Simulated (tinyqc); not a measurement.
What each parameter does: core-shell quantum dot (spherical envelope functions).

Parabolic bands; strain and other valleys are left out. s states, u = r psi, hard wall at R + H, c = hbar^2/2m0, energies from the band edges of the core. Core: u = sin(k1 r)/k1, k1 = sqrt(m1 E/c). At R, psi and psi'/m are continuous, so u is continuous and its slope in the shell is s = u/R + (m2/m1)(u' - u/R). Shell: u(R + x) = u(R) cos(k2 x) + s sin(k2 x)/k2, k2 = sqrt(m2 (E - V)/c); for negative arguments the functions turn into sinh and cosh. A level has u(R + H) = 0.

Overlap = (integral of u_e u_h)^2 with normalised u. Coulomb integrals J_ab = (q/eps) double integral of u_a(r)^2 u_b(s)^2/max(r, s), q = e^2/(4 pi eps0), one eps everywhere. Exciton E = Eg + E_e + E_h - J_eh; first-order biexciton shift J_ee + J_hh - 2 J_eh (positive: repulsive).

Constants: hbar^2/2m0 = 3.80998211 eV angstrom^2; e^2/(4 pi eps0) = 14.39964547 eV angstrom; hc = 1239.841984 eV nm.

Values chosen for the exercise (near those of a GaAs/AlGaAs core-shell dot; shifted at random, so the results belong to these values and not to a real crystal): R = 30 angstrom (core radius); H = 19 angstrom (shell thickness); Vc = 0.249 eV (conduction edge of the shell above that of the core); Vv = 0.128 eV (hole barrier of the shell); me1 = 0.066 m0 (electron, core); me2 = 0.094 m0 (electron, shell); mh1 = 0.384 m0 (hole, core); mh2 = 0.456 m0 (hole, shell); Eg = 1.415 eV (gap of the core); eps = 12.5 (dielectric constant).

All quantities anew.

Results for these values:

| case | E (eV) | overlap | electron in core | biexciton shift (meV) |
|---|---|---|---|---|
| base | 1.676 | 0.964 | 0.767 | 0.8 |

What happens to each result for me2 = 0.117 m0, all else kept?

Answer: E falls from 1.676 to 1.650; overlap falls from 0.964 to 0.955; electron in core falls from 0.767 to 0.754; biexciton shift rises from 0.8 to 1.0.

The same for each parameter in turn:

| case | E (eV) | overlap | electron in core | biexciton shift (meV) |
|---|---|---|---|---|
| base | 1.676 | 0.964 | 0.767 | 0.8 |
| R = 27 angstrom | 1.716 | 0.963 | 0.723 | 0.9 |
| H = 24 angstrom | 1.661 | 0.946 | 0.715 | 1.2 |
| Vc = 0.349 eV | 1.697 | 0.978 | 0.798 | 0.5 |
| Vv = 0.096 eV | 1.673 | 0.981 | 0.767 | 0.4 |
| me2 = 0.117 m0 | 1.650 | 0.955 | 0.754 | 1.0 |
| mh1 = 0.307 m0 | 1.683 | 0.983 | 0.767 | 0.3 |
| eps = 14.4 | 1.682 | 0.964 | 0.767 | 0.7 |

Computed by tinyqc, a small Python program: `OMP_NUM_THREADS=1 python tinyqc.py 1251594 1251595 out.jsonl` (the numbers bound the seed that draws the inputs); one thread of a shared host (Intel(R) Xeon(R) Processor @ 2.30GHz), about 0.03 s for the whole set of steps.
